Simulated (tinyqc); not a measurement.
Charge needed for a dipole step.

Two sheets of opposite charge dd apart with permittivity ei give the step D = q N dd/(eps0 ei).

Values chosen for this exercise:
- ei = 8.9 (relative permittivity inside the dipole layer)
- dd = 0.23 nm (thickness of the dipole layer)

Constants: q = 1.602176634e-19 C, eps0 = 8.8541878128e-14 F/cm where lengths are in cm. Results are converted to the units shown.

Result of one run:
```
N (cm^-2)   D (V)  field (MV/cm)  moment (debye/nm^2, 1 D = 3.33564e-30 C m)
1.1e14     0.5144          22.36                                       12.15
```

What becomes of these results when the charge in each sheet N is changed from 1.1e14 to 6.8e12 cm^-2, all else the same?

Result of the changed run:
```
N (cm^-2)    D (V)  field (MV/cm)  moment (debye/nm^2, 1 D = 3.33564e-30 C m)
6.8e12     0.03180          1.383                                      0.7512
```

The whole series:
```
N (cm^-2)     D (V)  field (MV/cm)  moment (debye/nm^2, 1 D = 3.33564e-30 C m)
1e12       0.004676         0.2033                                      0.1105
2.7e12      0.01263         0.5490                                      0.2983
6.8e12      0.03180          1.383                                      0.7512
1.7e13      0.07950          3.456                                       1.878
4.5e13       0.2104          9.149                                       4.971
1.1e14       0.5144          22.36                                       12.15
2.9e14        1.356          58.96                                       32.04
```

D is proportional to N, 0.1 V for 2.14e13 cm^-2. The same sheet as an uncompensated charge under 1 nm of a dielectric of permittivity 3.9 would shift the flat band by 0.992 V, and that shift would grow with thickness, which a dipole step does not. For N = 1.1e14, 2.9e14 the field exceeds 20 MV/cm; it acts over one bond length, where the sheet picture is only a bookkeeping device.

tinyqc, about 0.01 s, one thread, Intel Xeon 2.30GHz (shared host): `OMP_NUM_THREADS=1 python tinyqc.py 2410143 2410144 out.jsonl`
